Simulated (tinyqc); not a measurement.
Oxidation of curved silicon (wires and holes): cylindrical Deal-Grove kinetics with stress-retarded reaction. Changing the activation volume V_k. Computed by tinyqc, a small Python program. Command: `OMP_NUM_THREADS=1 python tinyqc.py 3017058 3017059 out.jsonl wireox sweep`. One thread of a shared host (Intel(R) Xeon(R) Processor @ 2.30GHz), about 0.02 s of CPU time with the checks.

Silicon fills r < a and oxide a < r < b. One volume of silicon gives 2.25 volumes of oxide, and the length is fixed.

Inputs (values chosen for the exercise, close to those used for silicon in dry oxygen):

| quantity | value | unit |
|---|---|---|
| prefactor B0 | 704 | um^2/h |
| activation energy E_B | 1.24 | eV |
| prefactor (B/A)0 | 4.72e+06 | um/h |
| activation energy E_A | 1.99 | eV |
| starting silicon radius a0 | 99 | nm |
| starting oxide x_i | 1 | nm |
| viscosity prefactor eta0 | 1.7e-08 | Pa s |
| viscosity energy E_eta | 5.47 | eV |
| critical shear stress s_c | 59 | MPa |
| temperature T | 850 | C |
| time t | 0.55 | h |

Shape: wire (convex).

Constants: k_B = 8.617333262e-05 eV/K.

Method:
- B = B0 exp(-E_B/(k_B T)), B/A = (B/A)0 exp(-E_A/(k_B T)), eta = eta0 exp(E_eta/(k_B T)); 1 um = 1000 nm.
- Temperatures in kelvin are T(C) + 273.15.
- Geometry: b^2 = b0^2 + 1.25 (a0^2 - a^2), b0 = a0 + x_i.
- Rate of oxide made per interface area: q = 1/[1/k + 2 a |ln(b/a)|/B], and |da/dt| = q/2.25. Reaction k = (B/A) exp(-sigma V_k/(k_B T)). New oxide pushes the old with radial speed u = 1.25 |da/dt| at r = a; the shear stress at radius r is s_c asinh(z a^2/r^2), z = 2 eta u/(a s_c) (Eyring flow), and the compressive normal stress at the interface is sigma = |int_a^b 2 s/r dr| = s_c |F(z) - F(z a^2/b^2)|, F(y) = int_0^y asinh(w)/w dw. q and sigma are solved together. 1 MPa angstrom^3 = 6.241509e-6 eV.
- Integrate da/dt adaptively (tolerance 1e-8); a wire counts as consumed at a = 0.5 nm and a hole as closed at b = 0.5 nm. Planar reference: x^2 + A x = B t + x_i^2 + A x_i, A = B/(B/A).

One run for each value:

| activation volume V_k (angstrom^3) | oxide thickness (nm) | normal stress at time t (MPa) | ratio to the planar thickness |
|---|---|---|---|
| 2 | 3.958 | 48.79 | 0.9871 |
| 5 | 3.941 | 48.54 | 0.9829 |
| 10 | 3.914 | 48.13 | 0.9760 |
| 15 | 3.887 | 47.73 | 0.9692 |
| 20 | 3.860 | 47.34 | 0.9626 |
| 30 | 3.809 | 46.59 | 0.9498 |
| 40 | 3.759 | 45.86 | 0.9374 |

Describe and explain the trends.

Over the rows, oxide thickness (nm) falls from 3.96 to 3.76 (exponent d ln y / d ln x -0.0047 between the first rows and -0.045 between the last); normal stress at time t (MPa) falls from 48.8 to 45.9 (exponent d ln y / d ln x -0.0056 between the first rows and -0.055 between the last); ratio to the planar thickness falls from 0.987 to 0.937 (exponent d ln y / d ln x -0.0047 between the first rows and -0.045 between the last). Feedback: a slower reaction pushes the oxide less, so the stress itself falls as V_k grows.

Caution (all rows): planar dry oxides this thin grow faster than Deal-Grove predicts. Caution (all rows): the oxide is taken as a purely viscous fluid in steady flow; elasticity, stress-dependent diffusion and thin-oxide enhancement are left out.
